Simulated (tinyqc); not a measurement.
Comparisons within one model: strained quantum well: band edges, subbands and transparency. A value that a table varies takes the place of the one given here.

Growth on (001), barriers unstrained: tr(e) = e (2 - nu2), Z = b e (1 + nu2); Ec = Ev + Eg + ac tr(e), E_HH = Ev + av tr(e) + Z, E_LH = Ev + av tr(e) - Z (coupling to the split-off band left out).

Masses along z: me, 1/(g1 - 2 g2) for HH, 1/(g1 + 2 g2) for LH, likewise in the barrier; in the plane me, 1/(g1 + g2) for HH and 1/(g1 - g2) for LH (no mixing, which understates the hole masses away from k = 0). Level n solves k L + 2 atan[(k/m)/(kappa/mb)] = n pi, k = sqrt(m E/c), kappa = sqrt(mb (V - E)/c), c = hbar^2/2m0.

Transparency (Bernard-Duraffourg): Fc - Fv equals the lowest transition energy with n = p, n = sum m/(2 pi c) kB T ln(1 + exp((Fc - E)/kB T)) and p likewise over the listed subbands; c = hbar^2/2m0, 1/angstrom^2 = 1e16/cm^2.

Constants: hbar^2/2m0 = 3.80998211 eV angstrom^2; kB = 8.617333262e-05 eV/K; hc = 1239.841984 eV nm.

Values chosen for the exercise (near those of a GaAsP/AlGaAs well; the results hold for these values, not for the real material):
- nu2 = 0.918 (2 C12/C11)
- Eg = 1.645 eV (unstrained gap of the well)
- Ev = -0.885 eV (its valence edge)
- ac = -7.36 eV
- av = 1.26 eV (Ev moves by av tr(e))
- b = -1.93 eV (shear potential)
- Egb = 1.927 eV (gap of the barrier)
- Evb = -1 eV (its valence edge)
- L = 80 angstrom (well width)
- me = 0.0783 m0 (electron mass)
- g1 = 6.45 (gamma1)
- g2 = 1.78 (gamma2)
- meb = 0.1 m0
- g1b = 5.7
- g2b = 1.6
- T = 300 K (temperature)
- es = (-0.014, -0.008, -0.003, 0, 0.003, 0.007, 0.012) (strains)
- e = 0.0065 (strain in the plane)
- Ls = (30, 40, 55, 70, 90, 120) angstrom (widths)

## Strain as a design knob

Only the strain is changed; the unstrained gap and the masses are kept.

Results:
```
e (%)  wavelength (nm)  top hole  hh1 - lh1 (meV)  n_tr (1e12/cm^2)  share in top
-1.4               706       hh1              110             0.846          0.71
-0.8               717       hh1               71             0.938          0.64
-0.3               727       hh1               36             1.008          0.52
0.0                734       hh1               16             1.114          0.40
0.3                743       lh1               -5             1.196          0.58
0.7                766       lh1              -33             1.061          0.77
1.2                796       lh1              -69             0.990          0.90
```

n_tr is largest at e = +0.3 % (1.20), where hh1 - lh1 = -5 meV and the top subband holds 58 % of the holes, and smallest, 0.85, at -1.4 %. The top hole level turns from hh to lh, and the light from TE to TM, between 0.0 and +0.3 %. The wavelength runs from 706 to 796 nm.

## Width of the well

All levels anew.

Results:
```
L (angstrom)  wavelength (nm)  top hole  hh1 - lh1 (meV)  n_tr (1e12/cm^2)  share in top  n_tr/L (1e18/cm^3)
30                        707       lh1               -3             1.105          0.66                3.68
40                        725       lh1              -11             1.080          0.70                2.70
55                        744       lh1              -20             1.062          0.74                1.93
70                        757       lh1              -27             1.061          0.75                1.52
90                        767       lh1              -33             1.094          0.74                1.22
120                       777       lh1              -38             1.206          0.68                1.00
```

The wavelength tunes by 70 nm. The sheet density at transparency changes from 1.10 to 1.21, the top hole subband holding 0.66 and 0.68 of the holes at the ends, while the volume density falls by a factor 3.7. Critical thickness and carrier escape are left out.

## What each parameter does

Edge wavelength, hh1 - lh1 and n_tr. Each row changes one parameter from the base and keeps the others.

Results:
```
case             wavelength (nm)  hh1 - lh1 (meV)  n_tr (1e12/cm^2)
base                       762.7            -29.9             1.073
L = 90 angstrom            767.4            -32.5             1.094
e = 0.0045                 751.3            -15.9             1.134
Eg = 1.625 eV              771.7            -29.9             1.070
b = -2.22 eV               764.3            -36.8             1.052
ac = -6.62 eV              760.4            -29.9             1.074
me = 0.0861 m0             763.4            -29.9             1.140
g1 = 6.84                  762.5            -30.2             1.037
T = 340 K                  762.7            -29.9             1.259
```

The largest shifts from the base row, up to three for each result and ties (the steps differ in size, so this ranks the rows, not the parameters). wavelength (nm): e -11.4, Eg +9.0, L +4.7; unchanged at the printed digits by T. hh1 - lh1 (meV): e +14.1, b -6.9, L -2.6; unchanged at the printed digits by Eg, ac, me and T. n_tr (1e12/cm^2): T +0.186, me +0.067, e +0.061.

Run: tinyqc, `OMP_NUM_THREADS=1 python tinyqc.py 1250115 1250116 out.jsonl`; Intel(R) Xeon(R) Processor @ 2.30GHz, one thread, shared host; about 0.01 s of CPU time with all checks.
